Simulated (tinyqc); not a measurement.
What moves the results: Lorentz oscillators and the Kramers-Kronig relations. A value that a table varies takes the place of the one given here.

eps(E) = 1 + sum_j S_j/(E0_j^2 - E^2 - i G_j E).

Kramers-Kronig: eps1(E) = 1 + (2/pi) P integral_0^infinity E1 eps2(E1)/(E1^2 - E^2) dE1. Maclaurin rule on the grid E_j = j h, j = 1 .. M: eps1(E_i) = 1 + (4 h/pi) sum over j with j - i odd of E_j eps2(E_j)/(E_j^2 - E_i^2); nothing is added above E_M.

n + i k = sqrt(eps1 + i eps2) with k >= 0; R = ((n - 1)^2 + k^2)/((n + 1)^2 + k^2) at normal incidence from vacuum; alpha = 2 E k/(hbar c), times 1e8 for 1/cm; loss function Im(-1/eps) = eps2/(eps1^2 + eps2^2).

Constants: hbar c = 1973.269805 eV angstrom.

Parameters, chosen for this exercise: E0 = (5.48) eV (resonances); G = (1.12) eV (widths); S = (46.1) eV^2 (strengths); h = 0.5 eV (grid step); M = 30 (grid points E_j = j h); E_t = 2.2 eV (energy below the first line); E = 3.12 eV (photon energy).

## Numerical transform against the formula

Every third grid point is listed; the error is the transform minus the formula.

Dielectric function:

| E (eV) | eps2 | eps1 formula | eps1 transform | error |
|---|---|---|---|---|
| 1.00 | 0.061 | 2.586 | 2.670 | 0.085 |
| 2.50 | 0.225 | 2.912 | 2.808 | -0.104 |
| 4.00 | 0.952 | 3.982 | 4.132 | 0.150 |
| 5.50 | 7.474 | 0.734 | 0.871 | 0.138 |
| 7.00 | 0.858 | -1.076 | -1.217 | -0.142 |
| 8.50 | 0.234 | -0.039 | 0.018 | 0.057 |
| 10.00 | 0.103 | 0.358 | 0.313 | -0.045 |
| 11.50 | 0.056 | 0.556 | 0.576 | 0.020 |
| 13.00 | 0.034 | 0.672 | 0.644 | -0.028 |
| 14.50 | 0.023 | 0.746 | 0.751 | 0.005 |

The largest error listed is +0.150 at 4.00 eV. The rule samples every 2h = 1 eV and the narrowest line is 1.12 eV wide, so it is barely resolved. The grid ends at 15 eV, where eps2 is still 0.020; the error at the last point listed, nearest the missing tail, is +0.005.

## How far the spectrum must be known

The integrals are done by adaptive quadrature and cut at E_cut. f-sum share: (2/pi) integral of E eps2 over sum S. Static share: (2/pi) integral of eps2/E over eps(0) - 1.

Cut integrals:

| E_cut (eV) | eps1(E_t) | f-sum share | static share |
|---|---|---|---|
| 4.4 | 1.361 | 0.069 | 0.207 |
| 6.0 | 2.502 | 0.643 | 0.819 |
| 8.2 | 2.772 | 0.871 | 0.975 |
| 11.0 | 2.801 | 0.922 | 0.993 |
| 16.4 | 2.810 | 0.953 | 0.998 |
| 27.4 | 2.812 | 0.973 | 1.000 |

eps1(E_t) from the formula = 2.813

Cut at 6 eV, just above the last line, eps1(E_t) lacks 0.311; cut at 27.4 eV it lacks 0.001. At 8.2 eV the static sum has reached 0.975 and the f-sum only 0.871: the f-sum weights eps2 by E and the static sum by 1/E, so the f-sum needs the far tail.

## Optical constants across the spectrum

Spectrum:

| E (eV) | eps1 | eps2 | n | k | R | loss |
|---|---|---|---|---|---|---|
| 0.82 | 2.569 | 0.049 | 1.603 | 0.015 | 0.054 | 0.007 |
| 1.94 | 2.743 | 0.144 | 1.657 | 0.044 | 0.061 | 0.019 |
| 3.06 | 3.171 | 0.360 | 1.784 | 0.101 | 0.080 | 0.035 |
| 4.18 | 4.223 | 1.202 | 2.075 | 0.289 | 0.130 | 0.062 |
| 5.31 | 3.183 | 7.078 | 2.339 | 1.513 | 0.304 | 0.118 |
| 6.43 | -1.900 | 1.846 | 0.612 | 1.508 | 0.498 | 0.263 |
| 7.55 | -0.556 | 0.488 | 0.303 | 0.805 | 0.483 | 0.891 |
| 8.67 | 0.024 | 0.210 | 0.343 | 0.306 | 0.277 | 4.701 |
| 9.79 | 0.318 | 0.114 | 0.573 | 0.099 | 0.077 | 0.993 |
| 10.91 | 0.492 | 0.070 | 0.703 | 0.050 | 0.031 | 0.283 |
| 12.03 | 0.604 | 0.047 | 0.777 | 0.030 | 0.016 | 0.127 |
| 13.15 | 0.681 | 0.033 | 0.825 | 0.020 | 0.009 | 0.071 |

Among the energies listed the largest values are at (eV): eps2 5.31; n 5.31; k 5.31; R 6.43; loss 8.67. eps1 crosses zero at 5.56 and 8.60 eV; the last crossing is upward and marks the plasmon, against sqrt(sum S) = 6.79 eV for free electrons.

## What each oscillator parameter does

At the energy E. Each row changes one parameter from the base and keeps the others.

Results:

| case | eps1 | eps2 | n | k | R |
|---|---|---|---|---|---|
| base | 3.206 | 0.380 | 1.794 | 0.106 | 0.082 |
| E0 = (5.754) eV | 2.929 | 0.288 | 1.714 | 0.084 | 0.070 |
| G = (1.68) eV | 3.129 | 0.550 | 1.776 | 0.155 | 0.081 |
| S = (55.32) eV^2 | 3.647 | 0.456 | 1.913 | 0.119 | 0.100 |
| E = 3.276 eV | 3.305 | 0.438 | 1.822 | 0.120 | 0.087 |

The largest shifts from the base row, up to three for each result and ties (the steps differ in size, so this ranks the rows, not the parameters). eps1: S +0.441, E0 -0.277, E +0.099. eps2: G +0.170, E0 -0.091, S +0.076. n: S +0.120, E0 -0.080, E +0.028. k: G +0.049, E0 -0.022, E +0.014. R: S +0.018, E0 -0.012, E +0.004.

Program tinyqc; command `OMP_NUM_THREADS=1 python tinyqc.py 1651957 1651958 out.jsonl`; about 0.1 s on one thread of a shared Intel(R) Xeon(R) Processor @ 2.30GHz.
